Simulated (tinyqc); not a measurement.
## Planar ballistic transistor, top-of-the-barrier model: effect of the drain control CD/CS

At the top of the source barrier, states moving towards the drain are filled by the source (Fermi level 0) and states moving back by the drain (Fermi level -q Vd); nothing scatters. U is the shift of the band edge there, set by the capacitances CG, CD and CS (the total) and by the charge. Parabolic two-dimensional band; the source is grounded.

N0 = gv m kB T/(pi hbar^2), CG = eps0 eox/tox, vT = sqrt(2 kB T/(pi m)), CS = CG/aG, n0 = n at U = 0 and Vd = 0. eta1 = -(E0 + U)/Vt, eta2 = eta1 - Vd/Vt, n = (N0/2)[F_0(eta1) + F_0(eta2)], F_0(x) = ln(1 + exp x). U = UL + q (n - n0)/CS with UL = -(aG Vg + aD Vd), energies in eV. I = q (N0/2) vT [F_(1/2)(eta1) - F_(1/2)(eta2)] per width, F_(1/2)(x) = (2/sqrt(pi)) int_0^infinity u^(1/2)/(1 + exp(u - x)) du. CQ = (q/Vt) dn/d(eta1). E0 is held fixed.

Values chosen for this exercise; mass and valleys close to those of gallium arsenide: temperature T = 150 K; effective mass m = 0.07 m0; valley degeneracy gv = 1; relative permittivity of the gate insulator eox = 9; insulator thickness tox = 3.5 nm; gate control CG/CS aG = 0.88; band edge at the barrier top above the source Fermi level at zero bias E0 = 0.34 eV; gate voltage Vg = 0.5 V; drain voltage Vd = 0.5 V.

Constants: q = 1.602176634e-19 C, kB = 1.380649e-23 J/K, hbar = 1.054571817e-34 J s, m0 = 9.1093837015e-31 kg, Vt = kB T/q, eps0 = 8.8541878128e-14 F/cm where lengths are in cm. Results are converted to the units shown.

Effect of the drain control CD/CS:
```
aD	eta1	n (cm^-2)	I (uA/um)	mean velocity I/(q n) (cm/s)	CQ/CS
0	4.052	7.690e11	288.5	2.341e7	0.8899
0.015	4.359	8.261e11	318.5	2.406e7	0.8940
0.031	4.685	8.872e11	351.8	2.475e7	0.8971
0.046	4.991	9.445e11	384.1	2.538e7	0.8993
0.062	5.317	1.006e12	419.7	2.605e7	0.9010
0.077	5.622	1.063e12	454.2	2.667e7	0.9021
0.093	5.947	1.124e12	492.1	2.732e7	0.9030
0.108	6.252	1.182e12	528.6	2.792e7	0.9036
```

Read the table: what changes, and by how much?

As aD goes from 0 to 0.108, n rises from 7.69e11 to 1.18e12 cm^-2, the mean velocity rises from 2.34e7 to 2.79e7 cm/s and the current rises from 288 to 529 uA/um. CQ/CS goes from 0.89 to 0.90.

tinyqc, about 0.01 s, one thread, Intel Xeon 2.30GHz (shared host): `OMP_NUM_THREADS=1 python tinyqc.py 2400041 2400042 out.jsonl`
